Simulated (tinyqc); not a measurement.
Electron continuity equation in a given potential, Scharfetter-Gummel discretisation: two steps of the calculation.

Steady state in one dimension: J = q mu n E + q D dn/dx with E = -dpsi/dx and D = mu Vt, dJ/dx = q (n/tau - G), fixed densities nL and nR at the ends. The potential is given, psi = 0 for x < L/2 and U (2 x/L - 1) beyond, and is not changed by the electrons.

Values chosen for this exercise; mobility close to that of indium phosphide at room temperature:
- T = 300 K (temperature)
- mu = 4970 cm^2/(V s) (electron mobility)
- L = 0.71 um (length of the region)
- nL = 2.6e13 cm^-3 (density at x = 0)
- nR = 2.6e14 cm^-3 (density at x = L)
- tau = 4.3e-11 s (lifetime)
- G = 0 cm^-3 s^-1 (uniform generation rate)

Constants: q = 1.602176634e-19 C, kB = 1.380649e-23 J/K, Vt = kB T/q. Results are converted to the units shown.

Question 1. Bernoulli factors. d_i = (psi_(i+1) - psi_i)/Vt; B(d) = d/(exp(d) - 1), B(0) = 1. The flux on interval i is J_i = (q D/h) [n_(i+1) B(d_i) - n_i B(-d_i)].

| node | psi (V) |
|---|---|
| 0 | 0.00000000 |
| 1 | 0.00000000 |
| 2 | 0.00000000 |
| 3 | 0.00000000 |
| 4 | 0.00000000 |
| 5 | -0.03888889 |
| 6 | -0.11666667 |
| 7 | -0.19444444 |
| 8 | -0.27222222 |
| 9 | -0.35000000 |

Wanted: d_i; B(d_i); B(-d_i).

Answer 1.

| interval | d_i | B(d_i) | B(-d_i) |
|---|---|---|---|
| 0 | 0.000 | 1.000 | 1.000 |
| 1 | 0.000 | 1.000 | 1.000 |
| 2 | 0.000 | 1.000 | 1.000 |
| 3 | 0.000 | 1.000 | 1.000 |
| 4 | -1.504 | 1.934 | 0.4297 |
| 5 | -3.009 | 3.165 | 0.1562 |
| 6 | -3.009 | 3.165 | 0.1562 |
| 7 | -3.009 | 3.165 | 0.1562 |
| 8 | -3.009 | 3.165 | 0.1562 |

The largest |d_i| is 3.01, above 2, where central differences lose the sign pattern that keeps densities positive.

Question 2. Tridiagonal system for the inner nodes. Row i (1 to 8): B(-d_(i-1)) n_(i-1) + b_i n_i + B(d_i) n_(i+1) = f_i with b_i = -B(-d_i) - B(d_(i-1)) - h^2/(D tau) and f_i = -G h^2/D; the known end values are moved to the right: f_1 loses B(-d_0) nL and f_8 loses B(d_8) nR. h = L/9, D = mu Vt.

| interval | B(d_i) | B(-d_i) |
|---|---|---|
| 0 | 1 | 1 |
| 1 | 1 | 1 |
| 2 | 1 | 1 |
| 3 | 1 | 1 |
| 4 | 1.9339692 | 0.42967984 |
| 5 | 3.1647989 | 0.15622012 |
| 6 | 3.1647989 | 0.15622012 |
| 7 | 3.1647989 | 0.15622012 |
| 8 | 3.1647989 | 0.15622012 |

Give: diagonal b; right side f.

Answer 2.

| node | diagonal b | right side f (cm^-3) |
|---|---|---|
| 1 | -2.0113 | -2.6000e13 |
| 2 | -2.0113 | 0 |
| 3 | -2.0113 | 0 |
| 4 | -1.4409 | 0 |
| 5 | -2.1015 | 0 |
| 6 | -3.3323 | 0 |
| 7 | -3.3323 | 0 |
| 8 | -3.3323 | -8.2285e14 |

Range of the model: The drift velocity mu E exceeds 1e7 cm/s somewhere, where real mobilities no longer stay constant.

Program tinyqc, `OMP_NUM_THREADS=1 python tinyqc.py 2220021 2220022 out.jsonl`; Intel Xeon 2.30GHz, shared host, one thread, about 0.01 s.
